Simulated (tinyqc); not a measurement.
Inside a calculation. Model: quasi-harmonic thermal expansion with mode Grueneisen parameters. Computed by tinyqc, a small Python program that keeps every step. Command: `OMP_NUM_THREADS=1 python tinyqc.py 3025137 3025138 out.jsonl qha walk`. One thread of a shared host (Intel(R) Xeon(R) Processor @ 2.30GHz), about 0.03 s of CPU time with the checks. Intermediate numbers are printed to about 6 digits and carried at full precision; extremes and crossings named in words are read from the listed rows.

A crystal with two atoms a cell; per atom there are 1 transverse acoustic (TA), 1/2 longitudinal acoustic (LA) and 3/2 optical (O) modes. Every frequency of group i scales as nu_i (V/V0)^(-gamma_i). The acoustic groups have Debye spectra, density 3 nu^2/nu_i^3 up to nu_i (40 Gauss-Legendre points); the optical group has one frequency. Static energy: E = (9 V0 B0/16) [y^3 B' + y^2 (2 - 4 y)], y = (V0/V)^(2/3) - 1, with pressure P_s = (3 B0/2) (z^7 - z^5) [1 + (3/4)(B' - 4)(z^2 - 1)], z = (V0/V)^(1/3).

Inputs (values chosen for the exercise, for a model crystal): static volume V0 = 10.9 angstrom^3/atom; static bulk modulus B0 = 275 GPa; static B' = 4.44; frequency nu_TA = 5.1 THz; frequency nu_LA = 13.1 THz; frequency nu_O = 17.3 THz; Grueneisen parameter gamma_TA = -1.7; Grueneisen parameter gamma_LA = 0.87; Grueneisen parameter gamma_O = 1.6; temperature T = 300 K; step factor f = 1.2.

Acoustic groups: Debye.

Constants: h x 1 THz = 4.135667696 meV; k_B = 8.617333262e-05 eV/K; 1 eV/angstrom^3 = 160.2176634 GPa.

## Mode groups at the static volume

For a mode with x = h nu/(k_B T), n = 1/(exp(x) - 1): U = h nu (n + 1/2), C/k_B = x^2 n (n + 1); U_i and C_i sum these over group i with its weight per atom. Phonon pressure P_ph = sum_i gamma_i U_i/V.

Groups:
```
group  h nu_i/(k_B T)  U_i (meV)  C_i (k_B)  gamma_i C_i (k_B)
TA           0.815871    26.7057   0.967493           -1.64474
LA            2.09567    15.6271   0.405353           0.352657
O             2.76756    60.8535   0.821671            1.31467
```

phonon pressure at V0 = 0.963679 GPa

## Grueneisen's estimate

gamma_th = sum gamma_i C_i / sum C_i; volume expansion coefficient alpha_V = gamma_th C k_B/(B0 V0); linear coefficient alpha_V/3; first-order volume change P_ph/B0.

heat capacity C at V0 = 2.19452 k_B/atom

gamma_th at V0 = 0.0102954

linear expansion, Grueneisen estimate = 0.0346884 ppm/K

first-order volume change = 0.350429 %

The negative gamma_TA is outweighed by the other groups at this T.

## Equilibrium volume by iteration

Start at V0 and step V(new) = V [1 + f (P_s + P_ph)/B0]; stop when |P_s + P_ph| < 1e-8 GPa, after 60 steps, or when V leaves 0.7 to 1.3 V0.

Iterations:
```
step  V (angstrom^3)  P_s + P_ph (GPa)
0            10.9000       9.63679e-01
1            10.9458      -1.90384e-01
2            10.9367       3.64824e-02
3            10.9385      -7.03432e-03
4            10.9381       1.35472e-03
5            10.9382      -2.60961e-04
6            10.9382       5.02669e-05
7            10.9382      -9.68260e-06
8            10.9382       1.86510e-06
9            10.9382      -3.59262e-07
10           10.9382       6.92025e-08
11           10.9382      -1.33301e-08
12           10.9382       2.56768e-09
```

converged (1 yes, 0 no) = 1

volume V(T) = 10.9382 angstrom^3/atom

Converged at step 12; the volume lies +0.350 % from V0.

## Properties at the equilibrium volume

B_T = -V d(P_s + P_ph)/dV at fixed T (central difference, step 1e-4 V); alpha_V = sum gamma_i C_i k_B/(B_T V), all at V(T); the linear coefficient is alpha_L = alpha_V/3. C_P - C_V = alpha_V^2 B_T V T; the optical frequency is nu_O (V/V0)^(-gamma_O).

volume change from V0 = 0.350479 %

isothermal bulk modulus B_T = 273.310 GPa

linear expansion coefficient = 0.0493119 ppm/K

C_V = 2.19986 k_B/atom

C_P - C_V = 1.42162e-06 k_B/atom

optical frequency at V(T) = 17.2034 THz

B_T lies -0.61 % from the static B0, and the Grueneisen estimate at V0 differs from this expansion coefficient by -29.7 %.

## Zero-point expansion

At T = 0, U_i is the zero-point energy (h nu/2 a mode); solve P_s + P_ph = 0.

volume at T = 0 = 10.9473 angstrom^3/atom

zero-point volume change = 0.433615 %

## Expansion against temperature

V(T) solves P_s + P_ph = 0. The Grueneisen estimate uses C_i, V0 and B0 at the static volume; gamma_th = sum gamma_i C_i / sum C_i is taken at V(T).

Quasi-harmonic results:
```
T (K)  V/V0 - 1 (%)  B_T (GPa)  alpha_L (ppm/K)  alpha_L, Grueneisen estimate  gamma_th
20         0.433454    273.379         -0.10642                      -0.10863  -1.62351
40         0.431368    273.375         -0.64406                      -0.65302  -1.60038
70         0.421610    273.400         -1.43619                      -1.44529  -1.48159
100        0.406939    273.471         -1.73644                      -1.74487  -1.25472
150        0.381672    273.572         -1.51405                      -1.52689  -0.75611
220        0.357970    273.535         -0.71897                      -0.73459  -0.25917
300        0.350479    273.310          0.04931                       0.03469   0.01456
450        0.373127    272.686          0.84482                       0.83106   0.21213
700        0.459109    271.504          1.34603                       1.32909   0.30917
1000       0.591891    270.042          1.55581                       1.53282   0.34450
```

alpha_L is negative up to 220 K among these rows and changes sign before 300 K, once the LA and optical groups take up heat. gamma_th moves from -1.62, near gamma_TA = -1.7, to 0.34, near the average over all modes, 0.38, as the stiffer groups take up their share of C. B_T changes by -1.2 % over the table, and at the highest T the estimate at fixed V0 and B0 is off by -1.5 %.

Checks made by the program: zero of the pressure against the minimum of F(V) = E + F_ph (relative difference 8e-09); alpha against the slope of V(T) (relative difference 3e-07).
